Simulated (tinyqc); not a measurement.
# Minority carriers and saturation current of a heavily doped emitter, step by step

tinyqc, about 0.01 s, one thread, Intel Xeon 2.30GHz (shared host): `OMP_NUM_THREADS=1 python tinyqc.py 2330114 2330115 out.jsonl` Printed values are rounded.

n-type, parabolic bands, full ionisation. eta = (EF - Ec)/kB T solves N = Nc F12(eta), F12(x) = (2/sqrt(pi)) int_0^infinity sqrt(u)/(1 + exp(u - x)) du. The gap shrinks rigidly by dEg = a3 y^(1/3) + a4 y^(1/4) + a2 y^(1/2), y = N/1e18 cm^-3, an empirical law that is here taken as the true narrowing.

Inputs (values chosen for the exercise); band and dielectric values close to those of silicon: temperature T = 300 K; band gap Eg = 1.14 eV; conduction-band density of states at 300 K Nc = 2.81e19 cm^-3; valence-band density of states at 300 K Nv = 2.66e19 cm^-3; ionised donor density N = 2.3e19 cm^-3; coefficient of (N/1e18)^(1/3) a3 = 14.3 meV; coefficient of (N/1e18)^(1/4) a4 = 9.5 meV; coefficient of (N/1e18)^(1/2) a2 = 3.1 meV; minority-hole mobility mup = 200 cm^2/(V s); Auger coefficient Cn = 3.4e-31 cm^6/s; defect lifetime ts = 3.2 us; emitter width W = 360 nm; recombination velocity at the contact S = 1.8e5 cm/s.

Constants: q = 1.602176634e-19 C, kB = 1.380649e-23 J/K, Vt = kB T/q. Results are converted to the units shown.

Range of the model: Band tails, non-parabolic bands and incomplete ionisation are left out.

## Iteration 1: Fermi level

eta at the start (Boltzmann value) = -0.2003

Newton step on ln F12(eta) = ln(N/Nc): eta(new) = eta - ln(Nc F12/N) F12/Fm, Fm(x) = dF12/dx = (1/sqrt(pi)) int_0^infinity u^(-1/2)/(1 + exp(u - x)) du.

F12 = 0.651446
Fm = 0.531255
eta after iteration 1 = 0.0796323

## Course of the iteration

Stop when eta changes by less than 1e-9.

Course of the iteration:
```
iteration        eta    change
1          0.0796323     0.280
2          0.0858698   6.24e-3
3          0.0858731   3.27e-6
4          0.0858731  8.98e-13
```

Converged in 4 iterations.

## Effective intrinsic density

converged eta = 0.0858731

ni = sqrt(Nc Nv) exp(-Eg/(2 Vt)), Eg in volts; degeneracy factor g = F12(eta) exp(-eta); nie^2 = ni^2 exp(dEg/kB T) g, p0 = nie^2/N; apparent narrowing dEg + kB T ln g.

ni = 7.26466e9 cm^-3
dEg = 76.3388 meV
g = 0.751151
apparent narrowing = 68.9413 meV
nie = 2.75611e10 cm^-3
p0 = 33.0267 cm^-3

Narrowing multiplies p0 by 19.2 and degeneracy by 0.751.

## Saturation current

1/tau = Cn N^2 + 1/ts, D = mup Vt, L = sqrt(D tau); J0 = (q p0 D/L)(s + tanh(W/L))/(1 + s tanh(W/L)), s = S L/D; the share recombining inside is 1 - 1/[cosh(W/L)(1 + tanh(W/L)/s)].

tau = 5.55024 ns
L = 1694.02 nm
s = 5.89748
J0 = 441.336 fA/cm^2
share recombining inside = 5.56882 %

The emitter is transparent: most holes reach the contact.
